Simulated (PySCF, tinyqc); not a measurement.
G0W0 on RHF in the 3-21g basis, for H3+, spin multiplicity 1, step by step (part 1 of 2). The lowest restricted solution is unstable here: a spin-polarised one lies 0.0001 hartree lower (PySCF). Computed by tinyqc, a small Python program that keeps every step (integrals from PySCF). Settings: charge = 1, multiplicity = 1, basis = 3-21g, method = RHF, energy threshold = 1e-10, iteration cap = 58, orthogonalisation = canonical, start = core, DIIS depth = 6. Command: `OMP_NUM_THREADS=1 python tinyqc.py 21744 21745 out.jsonl` (the two numbers bound the seeds that draw the settings). One thread of a shared host (Intel(R) Xeon(R) Processor @ 2.60GHz), about 0.05 s of CPU time with the checks. Later iterations appear only in the table of the cycle.

## One-electron integrals

Geometry (angstrom):
```
atom         x         y          z
H     0.000000  0.000000   0.000000
H     0.000000  0.000000   1.063000
H     0.000000  0.417000  -0.993000
```

Basis 3-21g: exponents (1/bohr^2) and contraction coefficients of normalised primitives:
```
element  l (shell)  exponent  coefficient
H            s (1)  5.447178     0.156285
H            s (1)  0.824547     0.904691
H            s (2)  0.183192     1.000000
```

Overlap, kinetic and nuclear-attraction integrals over the contracted functions; the nuclear repulsion is the sum of Za Zb / Rab.

nuclear repulsion = 1.24140267 hartree

overlap S, lower triangle:
```
          1H 1s     1H 2s     2H 1s     2H 2s     3H 1s     3H 2s
1H 1s  1.000000
1H 2s  0.645899  1.000000
2H 1s  0.163796  0.350882  1.000000
2H 2s  0.350882  0.691005  0.645899  1.000000
3H 1s  0.156459  0.345252  0.001258  0.060153  1.000000
3H 2s  0.345252  0.684265  0.060153  0.237033  0.645899  1.000000
```

kinetic energy T (hartree), lower triangle:
```
           1H 1s     1H 2s      2H 1s      2H 2s     3H 1s     3H 2s
1H 1s   1.549405
1H 2s   0.293152  0.274788
2H 1s  -0.038324  0.094319   1.549405
2H 2s   0.094319  0.143093   0.293152   0.274788
3H 1s  -0.042419  0.091115  -0.005186  -0.015837  1.549405
3H 2s   0.091115  0.140468  -0.015837   0.002625  0.293152  0.274788
```

nuclear attraction V (hartree), lower triangle:
```
           1H 1s      1H 2s      2H 1s      2H 2s      3H 1s      3H 2s
1H 1s  -2.709879
1H 2s  -1.419069  -1.589560
2H 1s  -0.369254  -0.710655  -2.470871
2H 2s  -0.762194  -1.068378  -1.265800  -1.390321
3H 1s  -0.349982  -0.696541  -0.002945  -0.121730  -2.464417
3H 2s  -0.748493  -1.056449  -0.122329  -0.376495  -1.261783  -1.386387
```

core Hamiltonian H = T + V (hartree), lower triangle:
```
           1H 1s      1H 2s      2H 1s      2H 2s      3H 1s      3H 2s
1H 1s  -1.160474
1H 2s  -1.125918  -1.314772
2H 1s  -0.407578  -0.616336  -0.921466
2H 2s  -0.667875  -0.925285  -0.972648  -1.115533
3H 1s  -0.392401  -0.605426  -0.008130  -0.137567  -0.915013
3H 2s  -0.657379  -0.915981  -0.138165  -0.373870  -0.968631  -1.111599
```

## Two-electron integrals

Functions are numbered as in S; the eight-fold symmetry (ij|kl) = (ji|kl) = (kl|ij) leaves the list below.

Two-electron integrals (ij|kl) in chemists' order, unique and non-zero (hartree):
```
(11|11) 1.140145   (21|11) 0.611403   (21|21) 0.345152   (22|11) 0.626370
(22|21) 0.380329   (22|22) 0.482957   (31|11) 0.135067   (31|21) 0.079046
(31|22) 0.091971   (31|31) 0.027550   (32|11) 0.199852   (32|21) 0.124289
(32|22) 0.164593   (32|31) 0.047663   (32|32) 0.101236   (33|11) 0.494353
(33|21) 0.314927   (33|22) 0.440479   (33|31) 0.135067   (33|32) 0.322186
(33|33) 1.140145   (41|11) 0.322186   (41|21) 0.183140   (41|22) 0.204156
(41|31) 0.047663   (41|32) 0.076891   (41|33) 0.199852   (41|41) 0.101236
(42|11) 0.391784   (42|21) 0.240558   (42|22) 0.314259   (42|31) 0.069965
(42|32) 0.137199   (42|33) 0.391784   (42|41) 0.137199   (42|42) 0.230606
(43|11) 0.314927   (43|21) 0.199328   (43|22) 0.276987   (43|31) 0.079046
(43|32) 0.183140   (43|33) 0.611403   (43|41) 0.124289   (43|42) 0.240558
(43|43) 0.345152   (44|11) 0.440479   (44|21) 0.276987   (44|22) 0.386294
(44|31) 0.091971   (44|32) 0.204156   (44|33) 0.626370   (44|41) 0.164593
(44|42) 0.314259   (44|43) 0.380329   (44|44) 0.482957   (51|11) 0.128182
(51|21) 0.075127   (51|22) 0.087629   (51|31) 0.012969   (51|32) 0.020932
(51|33) 0.052779   (51|41) 0.035915   (51|42) 0.047836   (51|43) 0.034064
(51|44) 0.051611   (51|51) 0.025122   (52|11) 0.194732   (52|21) 0.121254
(52|22) 0.161084   (52|31) 0.021493   (52|32) 0.037022   (52|33) 0.095502
(52|41) 0.057952   (52|42) 0.085802   (52|43) 0.061670   (52|44) 0.094744
(52|51) 0.044682   (52|52) 0.097999   (53|11) 0.001287   (53|21) 0.000715
(53|22) 0.000765   (53|31) 0.000165   (53|32) 0.000252   (53|33) 0.000629
(53|41) 0.000382   (53|42) 0.000486   (53|43) 0.000400   (53|44) 0.000556
(53|51) 0.000158   (53|52) 0.000248   (53|53) 1.62e-06   (54|11) 0.039144
(54|21) 0.023866   (54|22) 0.030204   (54|31) 0.004286   (54|32) 0.007213
(54|33) 0.018443   (54|41) 0.011523   (54|42) 0.016483   (54|43) 0.011903
(54|44) 0.018135   (54|51) 0.008237   (54|52) 0.016601   (54|53) 0.000050
(54|54) 0.002938   (55|11) 0.488255   (55|21) 0.311329   (55|22) 0.437061
(55|31) 0.055005   (55|32) 0.096931   (55|33) 0.252246   (55|41) 0.147624
(55|42) 0.226894   (55|43) 0.162924   (55|44) 0.251760   (55|51) 0.128182
(55|52) 0.316763   (55|53) 0.000629   (55|54) 0.050753   (55|55) 1.140145
(61|11) 0.316763   (61|21) 0.180089   (61|22) 0.200817   (61|31) 0.037139
(61|32) 0.058352   (61|33) 0.146553   (61|41) 0.092189   (61|42) 0.120586
(61|43) 0.093724   (61|44) 0.135110   (61|51) 0.044682   (61|52) 0.073983
(61|53) 0.000377   (61|54) 0.014312   (61|55) 0.194732   (61|61) 0.097999
(62|11) 0.386982   (62|21) 0.237674   (62|22) 0.310711   (62|31) 0.049593
(62|32) 0.086566   (62|33) 0.225572   (62|41) 0.121134   (62|42) 0.183625
(62|43) 0.144413   (62|44) 0.213591   (62|51) 0.066173   (62|52) 0.133544
(62|53) 0.000483   (62|54) 0.023864   (62|55) 0.386982   (62|61) 0.133544
(62|62) 0.226129   (63|11) 0.039581   (63|21) 0.024089   (63|22) 0.030369
(63|31) 0.008639   (63|32) 0.016863   (63|33) 0.050753   (63|41) 0.014638
(63|42) 0.024116   (63|43) 0.029387   (63|44) 0.033821   (63|51) 0.004116
(63|52) 0.007109   (63|53) 0.000050   (63|54) 0.001401   (63|55) 0.018443
(63|61) 0.011435   (63|62) 0.016383   (63|63) 0.002938   (64|11) 0.146066
(64|21) 0.088858   (64|22) 0.113371   (64|31) 0.021743   (64|32) 0.039187
(64|33) 0.105225   (64|41) 0.047900   (64|42) 0.074374   (64|43) 0.066127
(64|44) 0.092052   (64|51) 0.020818   (64|52) 0.038602   (64|53) 0.000184
(64|54) 0.007270   (64|55) 0.105225   (64|61) 0.047194   (64|62) 0.073763
(64|63) 0.007270   (64|64) 0.027135   (65|11) 0.311329   (65|21) 0.197251
(65|22) 0.275009   (65|31) 0.035501   (65|32) 0.062594   (65|33) 0.162924
(65|41) 0.094456   (65|42) 0.145284   (65|43) 0.105227   (65|44) 0.162351
(65|51) 0.075127   (65|52) 0.180089   (65|53) 0.000400   (65|54) 0.029387
(65|55) 0.611403   (65|61) 0.121254   (65|62) 0.237674   (65|63) 0.011903
(65|64) 0.066127   (65|65) 0.345152   (66|11) 0.437061   (66|21) 0.275009
(66|22) 0.384241   (66|31) 0.053820   (66|32) 0.096171   (66|33) 0.251760
(66|41) 0.136460   (66|42) 0.215019   (66|43) 0.162351   (66|44) 0.248106
(66|51) 0.087629   (66|52) 0.200817   (66|53) 0.000556   (66|54) 0.033821
(66|55) 0.626370   (66|61) 0.161084   (66|62) 0.310711   (66|63) 0.018135
(66|64) 0.092052   (66|65) 0.380329   (66|66) 0.482957
```

## Orthogonalisation

S = U s U^T; canonical form X = U s^(-1/2), so that X^T S X = 1. Each column of U has its largest component positive (the first on a tie).

eigenvalues of S: 0.088125  0.283365  0.415981  0.824333  1.478381  2.909814

X:
```
               1          2          3          4          5         6
1H 1s  -0.775461  -0.001251   0.791308   0.803781  -0.004110  0.230005
1H 2s   2.513817  -0.004010  -0.516156   0.189996  -0.000401  0.322439
2H 1s   0.306899   0.837601   0.706160  -0.497466  -0.446297  0.172912
2H 2s  -1.468315  -1.021486  -0.513110  -0.156991  -0.364815  0.254006
3H 1s   0.300796  -0.845469   0.703075  -0.486645   0.453588  0.170371
3H 2s  -1.444379   1.034007  -0.505090  -0.148318   0.372002  0.251697
```

## Starting guess

The start is the orbitals of the core Hamiltonian; D = 2 C_occ C_occ^T.

D at the start, lower triangle:
```
          1H 1s     1H 2s     2H 1s     2H 2s     3H 1s     3H 2s
1H 1s  0.352020
1H 2s  0.399615  0.453645
2H 1s  0.162434  0.184396  0.074952
2H 2s  0.030761  0.034920  0.014194  0.002688
3H 1s  0.156500  0.177660  0.072214  0.013676  0.069576
3H 2s  0.028900  0.032807  0.013335  0.002525  0.012848  0.002373
```

## Iteration 1: building the Fock matrix

J_ij = sum D_kl (ij|kl), K_ij = sum D_kl (ik|jl); F = H + J - 0.5 K; E = tr D H + tr D J / 2 - 0.25 tr D K + E_nn.

Coulomb J (hartree), lower triangle:
```
          1H 1s     1H 2s     2H 1s     2H 2s     3H 1s     3H 2s
1H 1s  1.585171
1H 2s  0.915041  1.067926
2H 1s  0.221851  0.379604  1.030936
2H 2s  0.490137  0.693700  0.633531  0.843825
3H 1s  0.209648  0.367755  0.001886  0.069635  1.010070
3H 2s  0.480962  0.683049  0.070645  0.251130  0.622141  0.833402
```

exchange K (hartree), lower triangle:
```
          1H 1s     1H 2s     2H 1s     2H 2s     3H 1s     3H 2s
1H 1s  1.260296
1H 2s  1.022321  0.945521
2H 1s  0.419964  0.431135  0.381169
2H 2s  0.646423  0.622184  0.380687  0.471048
3H 1s  0.401976  0.413203  0.121033  0.216499  0.357157
3H 2s  0.633387  0.609248  0.220915  0.358958  0.360702  0.453635
```

Fock matrix F (hartree), lower triangle:
```
           1H 1s      1H 2s      2H 1s      2H 2s      3H 1s      3H 2s
1H 1s  -0.205451
1H 2s  -0.722036  -0.719607
2H 1s  -0.395709  -0.452299  -0.081115
2H 2s  -0.500949  -0.542677  -0.529461  -0.507232
3H 1s  -0.383740  -0.444273  -0.066761  -0.176181  -0.083521
3H 2s  -0.493110  -0.537557  -0.177977  -0.302219  -0.526841  -0.505014
```

total energy of this density = -1.13513385 hartree

## Iteration 1: diagonalisation and new density

Diagonalise F' = X^T F X, C = X C', fill 1 alpha and 1 beta electrons from the bottom; D = 2 C_occ C_occ^T. Each column has its largest component positive (the first on a tie).

F' = X^T F X (hartree), lower triangle:
```
           1          2          3          4          5          6
1   0.597862
2   0.003951   0.761751
3  -0.147798   0.000717   0.730514
4  -0.499449  -0.004648  -0.032442   0.389938
5   0.001222  -0.249638  -0.000436   0.001427  -0.294494
6  -0.036437  -0.000229  -0.092767  -0.072847   0.000595  -0.879927
```

orbital energies (hartree): MO1 -0.893862, MO2 -0.350530, MO3 -0.024841, MO4 0.721476, MO5 0.817738, MO6 1.035663

coefficients C:
```
            MO1        MO2        MO3        MO4        MO5        MO6
1H 1s  0.298706  -0.003489   0.204199   0.361592   0.040902  -1.289627
1H 2s  0.447066  -0.010207   1.624560  -0.172131  -0.058581   1.963045
2H 1s  0.194831  -0.251599  -0.098238   0.828935   0.932302   0.322092
2H 2s  0.123137  -0.573417  -1.151268  -0.640068  -0.913446  -0.878330
3H 1s  0.191494   0.257847  -0.094475   0.875680  -0.905651   0.268518
3H 2s  0.122531   0.595522  -1.120155  -0.685600   0.929394  -0.822206
```

D after iteration 1, lower triangle:
```
          1H 1s     1H 2s     2H 1s     2H 2s     3H 1s     3H 2s
1H 1s  0.178450
1H 2s  0.267082  0.399735
2H 1s  0.116394  0.174205  0.075918
2H 2s  0.073563  0.110101  0.047982  0.030325
3H 1s  0.114401  0.171221  0.074618  0.047160  0.073340
3H 2s  0.073201  0.109559  0.047746  0.030176  0.046928  0.030028
```

## Iteration 6 (converged): orbitals

converged F (hartree), lower triangle:
```
           1H 1s      1H 2s      2H 1s      2H 2s      3H 1s      3H 2s
1H 1s  -0.241489
1H 2s  -0.735152  -0.767751
2H 1s  -0.396693  -0.476126  -0.116852
2H 2s  -0.511944  -0.582778  -0.563922  -0.550625
3H 1s  -0.386554  -0.468930  -0.074956  -0.190300  -0.115668
3H 2s  -0.505267  -0.577905  -0.191496  -0.327852  -0.560771  -0.547674
```

As before.

F' = X^T F X (hartree), lower triangle:
```
           1          2          3          4          5          6
1   0.573513
2   0.002961   0.759054
3  -0.118111  -0.000926   0.704697
4  -0.474563  -0.003485  -0.048111   0.345243
5   0.000863  -0.249532   0.000234  -0.000662  -0.323129
6  -0.037031  -0.000206  -0.080405  -0.057323   0.000250  -0.929859
```

orbital energies (hartree): MO1 -0.939752, MO2 -0.377898, MO3 -0.038259, MO4 0.707720, MO5 0.813703, MO6 0.964006

coefficients C:
```
            MO1        MO2        MO3        MO4        MO5        MO6
1H 1s  0.285654  -0.002471   0.228376   0.447111   0.035950  -1.261559
1H 2s  0.427883  -0.003032   1.599705  -0.277212  -0.061961   1.975586
2H 1s  0.193460  -0.257288  -0.109048   0.832835   0.905773   0.376060
2H 2s  0.143312  -0.574184  -1.122111  -0.620747  -0.893694  -0.944217
3H 1s  0.190594   0.260881  -0.107004   0.831323  -0.930102   0.314929
3H 2s  0.143200   0.586144  -1.097870  -0.616697   0.954941  -0.878996
```

D after iteration 6, lower triangle:
```
          1H 1s     1H 2s     2H 1s     2H 2s     3H 1s     3H 2s
1H 1s  0.163196
1H 2s  0.244453  0.366168
2H 1s  0.110525  0.165557  0.074854
2H 2s  0.081875  0.122641  0.055450  0.041076
3H 1s  0.108888  0.163104  0.073745  0.054629  0.072652
3H 2s  0.081811  0.122545  0.055407  0.041044  0.054586  0.041012
```

## Convergence

Stop when the energy changes by less than 1e-10 hartree and every element of the error matrix X^T (F D S - S D F) X is below 3e-06.

Course of the cycle:
```
iteration  E (hartree)     change  largest element of the error matrix
1          -1.13513385          -                             2.57e-01
2          -1.18236697  -4.72e-02                             2.80e-02
3          -1.18309093  -7.24e-04                             2.73e-03
4          -1.18309565  -4.72e-06                             1.14e-04
5          -1.18309566  -8.93e-09                             1.03e-05
6          -1.18309566  -6.17e-11                             4.01e-08
```

PySCF RHF in the same basis = -1.18309566 hartree

Converged in 6 iterations.

## Populations, bond orders and dipole

Mulliken: Z minus the diagonal of D S on the atom; Loewdin: the same with S^(1/2) D S^(1/2); Mayer order: 2 sum_s sum (D(s) S)_ij (D(s) S)_ji over the two atoms.

Charges (e):
```
atom   Mulliken    Loewdin
1H    -0.220263  -0.077721
2H     0.606330   0.534036
3H     0.613933   0.543685
```

Mayer bond orders:
```
pair     order
2-1   0.480381
3-1   0.471103
3-2   0.151983
```

dipole moment about the origin, x y z (debye): 0.000000  1.193183  0.156856

## Integrals over molecular orbitals

(pq|rs) = sum C_ip C_jq C_kr C_ls (ij|kl), one index at a time.

one-electron integrals over orbitals h = C^T H C (hartree), lower triangle:
```
           1          2          3          4         5          6
1  -1.484746
2   0.002137  -1.120947
3  -0.081559  -0.001401  -0.793728
4  -0.070578   0.000891   0.078079  -0.122754
5  -0.003024   0.127638  -0.004410  -0.004417  0.028534
6   0.075497   0.002760   0.190576   0.047152  0.004307  -0.049352
```

Two-electron integrals over orbitals (pq|rs), unique and non-zero (hartree):
```
(11|11) 0.544994    (21|11) -0.002137   (21|21) 0.121783    (22|11) 0.432416
(22|21) 0.002417    (22|22) 0.442578    (31|11) 0.081559    (31|21) 0.000511
(31|22) -0.014856   (31|31) 0.077979    (32|11) 0.000956    (32|21) -0.094720
(32|22) -0.002272   (32|31) -0.000982   (32|32) 0.100691    (33|11) 0.416724
(33|21) -0.001899   (33|22) 0.379961    (33|31) 0.027562    (33|32) 0.001680
(33|33) 0.373480    (41|11) 0.070578    (41|21) -0.000830   (41|22) 0.074762
(41|31) -0.006451   (41|32) 0.000302    (41|33) 0.045455    (41|41) 0.052601
(42|11) -0.000860   (42|21) 0.067435    (42|22) 0.001907    (42|31) 0.000048
(42|32) -0.047035   (42|33) -0.000468   (42|41) -0.000284   (42|42) 0.072808
(43|11) -0.042265   (43|21) -0.000159   (43|22) -0.049318   (43|31) 0.006128
(43|32) 0.000142    (43|33) -0.024902   (43|41) -0.021559   (43|42) -0.000042
(43|43) 0.028614    (44|11) 0.441538    (44|21) -0.000671   (44|22) 0.429560
(44|31) 0.002445    (44|32) 0.000337    (44|33) 0.370491    (44|41) 0.078594
(44|42) 0.000318    (44|43) -0.057496   (44|44) 0.445015    (51|11) 0.003024
(51|21) -0.053665   (51|22) -0.000906   (51|31) 0.001304    (51|32) 0.036672
(51|33) 0.001777    (51|41) 0.000974    (51|42) -0.056996   (51|43) 0.000356
(51|44) 0.000463    (51|51) 0.045365    (52|11) -0.090651   (52|21) -0.001688
(52|22) -0.099927   (52|31) 0.011685    (52|32) 0.001020    (52|33) -0.052949
(52|41) -0.059769   (52|42) -0.002255   (52|43) 0.040573    (52|44) -0.111990
(52|51) 0.001489    (52|52) 0.082798    (53|11) 0.002857    (53|21) 0.018095
(53|22) 0.001543    (53|31) 0.001432    (53|32) -0.001895   (53|33) 0.001669
(53|41) 0.000626    (53|42) 0.037159    (53|43) 0.000178    (53|44) 0.001558
(53|51) -0.027784   (53|52) -0.001847   (53|53) 0.030267    (54|11) 0.002695
(54|21) -0.148233   (54|22) -0.004421   (54|31) 0.000564    (54|32) 0.124123
(54|33) 0.002123    (54|41) 0.000045    (54|42) -0.098981   (54|43) 0.000560
(54|44) -0.000459   (54|51) 0.078648    (54|52) 0.003640    (54|53) -0.030229
(54|54) 0.208864    (55|11) 0.415267    (55|21) 0.004532    (55|22) 0.434723
(55|31) -0.021744   (55|32) -0.004261   (55|33) 0.364297    (55|41) 0.086896
(55|42) 0.003958    (55|43) -0.057263   (55|44) 0.443568    (55|51) -0.002702
(55|52) -0.118116   (55|53) 0.001979    (55|54) -0.008461   (55|55) 0.455185
(61|11) -0.075497   (61|21) -0.001313   (61|22) 0.006067    (61|31) -0.064452
(61|32) 0.001682    (61|33) -0.040525   (61|41) -0.009341   (61|42) -0.001513
(61|43) -0.021959   (61|44) 0.002341    (61|51) -0.001126   (61|52) -0.012933
(61|53) -0.002791   (61|54) 0.001328    (61|55) 0.016927    (61|61) 0.095168
(62|11) -0.002037   (62|21) 0.041647    (62|22) -0.001927   (62|31) 0.001365
(62|32) -0.025777   (62|33) -0.001492   (62|41) -0.001881   (62|42) 0.036824
(62|43) 0.001310    (62|44) -0.003033   (62|51) -0.028771   (62|52) 0.001171
(62|53) 0.021189    (62|54) -0.057298   (62|55) -0.001672   (62|61) -0.002081
(62|62) 0.025256    (63|11) -0.127514   (63|21) 0.001855    (63|22) -0.058928
(63|31) -0.050636   (63|32) -0.000542   (63|33) -0.064607   (63|41) -0.038679
(63|42) 0.001798    (63|43) 0.008596    (63|44) -0.070480   (63|51) -0.003278
(63|52) 0.037894    (63|53) -0.000942   (63|54) -0.002702   (63|55) -0.057002
(63|61) 0.067035    (63|62) 0.001407    (63|63) 0.081850    (64|11) -0.028247
(64|21) -0.004386   (64|22) 0.036724    (64|31) -0.053661   (64|32) 0.004100
(64|33) -0.003101   (64|41) 0.024931    (64|42) -0.002805   (64|43) -0.015049
(64|44) 0.030691    (64|51) 0.001449    (64|52) -0.034263   (64|53) -0.001743
(64|54) 0.004972    (64|55) 0.052707    (64|61) 0.045982    (64|62) -0.003340
(64|63) 0.023481    (64|64) 0.053705    (65|11) -0.002717   (65|21) -0.065831
(65|22) 0.000159    (65|31) -0.004736   (65|32) 0.060968    (65|33) -0.000340
(65|41) 0.001145    (65|42) -0.047786   (65|43) -0.001192   (65|44) 0.001615
(65|51) 0.038250    (65|52) -0.000696   (65|53) -0.011926   (65|54) 0.095890
(65|55) -0.000626   (65|61) 0.005965    (65|62) -0.023839   (65|63) 0.002075
(65|64) 0.006766    (65|65) 0.048907    (66|11) 0.554263    (66|21) -0.005950
(66|22) 0.394583    (66|31) 0.123021    (66|32) 0.004010    (66|33) 0.423592
(66|41) 0.071216    (66|42) -0.003810   (66|43) -0.021843   (66|44) 0.416083
(66|51) 0.007014    (66|52) -0.070260   (66|53) 0.003297    (66|54) 0.009149
(66|55) 0.379939    (66|61) -0.144188   (66|62) -0.002269   (66|63) -0.166934
(66|64) -0.068573   (66|65) -0.003813   (66|66) 0.650741
```

## Screening: direct RPA

With D = e_a - e_i and K = (ia|jb): diagonalise D^(1/2) (D + 4K) D^(1/2) = Z w^2 Z^T; X + Y = D^(1/2) Z w^(-1/2), each column of Z with its largest component positive (the first on a tie); E_c = (sum w - tr (D + 2K)) / 2.

D^(1/2) (D + 4K) D^(1/2) (hartree^2), lower triangle:
```
           1>2        1>3        1>4        1>5       1>6
1>2   0.589376
1>3   0.001454   1.093878
1>4  -0.003193  -0.031445   3.060803
1>5  -0.213064   0.006556   0.006625   3.392786
1>6  -0.005432  -0.337741  -0.066173  -0.008231  4.349001
```

excitation energies w (hartree): 0.757139  1.028820  1.748845  1.846331  2.094450

X + Y:
```
             1          2          3          4          5
1>2   0.858984   0.002055   0.000090  -0.041580  -0.000474
1>3  -0.003034   0.930974  -0.017056   0.000760  -0.066582
1>4   0.001594   0.024064   0.969174   0.016698  -0.041886
1>5   0.114683  -0.002914  -0.018138   0.971551  -0.008250
1>6   0.002171   0.139380   0.046814   0.010082   0.947359
```

RPA correlation energy = -0.03911973 hartree
